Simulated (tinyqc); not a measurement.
Magnetoresistance against angle.

Conductance G = G0 (1 + P1 P2 cos(phi)) at low bias, phi the angle between the magnetisations, normalised to Rp = RA/area at phi = 0.

Parameters, values chosen for the exercise: diameter Dm = 41 nm; spin polarisation of the reference layer P1 = 0.66; spin polarisation of the free layer P2 = 0.74; resistance-area product, parallel state RA = 9.5 ohm um^2.

Results:

| phi (degree) | R (kohm) | R/Rp - 1 (%) | share of the full TMR (%) |
|---|---|---|---|
| 0 | 7.1956 | 0 | 0 |
| 20 | 7.3409 | 2.0189 | 1.0574 |
| 45 | 7.9607 | 10.633 | 5.5690 |
| 70 | 9.1770 | 27.536 | 14.422 |
| 90 | 10.710 | 48.840 | 25.580 |
| 110 | 12.858 | 78.689 | 41.213 |
| 135 | 16.360 | 127.36 | 66.704 |
| 180 | 20.934 | 190.93 | 100.00 |

Estimate the missing row, phi = 160 degree.

Computed row:

| phi (degree) | R (kohm) | R/Rp - 1 (%) | share of the full TMR (%) |
|---|---|---|---|
| 160 | 19.795 | 175.09 | 91.705 |

With this row back in the table: R rises from 7.20 to 20.9 kohm, TMR0 = 191 %. It is the conductance that follows cos(phi), so at 90 degrees R has covered only (1 - P1 P2)/2 = 25.6 % of its range.

Program tinyqc, `OMP_NUM_THREADS=1 python tinyqc.py 2450105 2450106 out.jsonl`; Intel Xeon 2.30GHz, shared host, one thread, about 0.01 s.
